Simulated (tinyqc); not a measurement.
Which pair of peaks is best: composition and strain of an epitaxial Si(1-x)Ge(x) layer from Raman and X-ray peaks. Computed by tinyqc, a small Python program. Command: `OMP_NUM_THREADS=1 python tinyqc.py 3005021 3005022 out.jsonl epiraman walk`. One thread of a shared host (Intel(R) Xeon(R) Processor @ 2.30GHz), about 0.01 s of CPU time with the checks.

A (001) layer, biaxially strained in the plane. The Raman peaks follow empirical lines omega = w0 + c1 x + c3 x^3 + b eps (c3 for Si-Ge alone), with eps the in-plane strain.

Inputs (values chosen for the exercise, modelled on silicon-germanium): Ge fraction x = 0.71; Si-Si: c1 = -65.6 1/cm; Si-Si: strain coefficient b = -776 1/cm; Si-Ge: c1 = 23.8 1/cm; Si-Ge: c3 = -30.9 1/cm; Si-Ge: strain coefficient b = -561 1/cm; Ge-Ge: c1 = 19.2 1/cm; Ge-Ge: strain coefficient b = -460 1/cm; uncertainty of a Raman peak = 0.1 1/cm.

Substrate: silicon.

Method. For each pair invert J = [d omega/dx, d omega/d eps] at the true x. Independent errors of the given size in both peaks give sigma_x and sigma_eps = uncertainty x (norm of the rows of the inverse of J).

Error propagation:
```
pair               det J    sigma_x  sigma_eps (per mille)
Si-Si and Si-Ge   19.008  0.0050376                0.36560
Si-Si and Ge-Ge  45.0752  0.0020013                0.15164
Si-Ge and Ge-Ge   21.319  0.0034030                0.14028
```

What follows from these numbers?

The pair Si-Si and Ge-Ge fixes x best (sigma_x = 0.0020) and Si-Si and Si-Ge worst (0.0050), a factor 2.5. Strain moves all peaks the same way, so a good pair needs different ratios of composition slope to strain coefficient, best of opposite sign; the slopes here are -65.6, -22.9 and 19.2 per cm for Si-Si, Si-Ge and Ge-Ge. Errors in the coefficients themselves are not counted.

Extremes, crossings and ranges named in words are read from the listed rows.
